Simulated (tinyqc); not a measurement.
# Dose and depth of a threshold implant

Problem. A sheet of D acceptors per cm^2 lies at depth xi inside the depleted layer of a body doped Na. In the depletion approximation VT = Vfb + f2 + q D/Cox + gamma sqrt(f2 + Vsb - q D xi/(eps0 eps_r)), gamma = sqrt(2 eps0 eps_r q Na)/Cox, Cox = eps0 eox/tox. Find gamma, D and xi.

Values chosen for this exercise; band and dielectric values close to those of silicon:
```
symbol,value,unit,meaning
eps_r,11.5,,relative permittivity
Na,9.7e17,cm^-3,acceptor density deep in the body
eox,3.9,,relative permittivity of the gate insulator (close to silicon dioxide)
tox,2.8,nm,insulator thickness
Vfb,-0.78,V,flat-band voltage
f2,0.841,V,band bending 2 phiF at threshold
```

Constants: q = 1.602176634e-19 C, eps0 = 8.8541878128e-14 F/cm where lengths are in cm. Results are converted to the units shown.

VT against the source at Vsb = 0 and 1.5 V (V): 0.61261976  0.90710013

Answer. With y^2 = f2 - q D xi/(eps0 eps_r) and d the difference of the thresholds over gamma, sqrt(y^2 + Vsb) - y = d gives y = (Vsb - d^2)/(2 d). The first threshold then gives D, and y^2 gives xi.

gamma = 0.456 V^0.5
D = 1.30e12 cm^-2
xi = 6.70 nm

Computed by the program tinyqc: `OMP_NUM_THREADS=1 python tinyqc.py 2080013 2080014 out.jsonl`, one thread of a shared Intel Xeon 2.30GHz, about 0.3 s for the whole run.
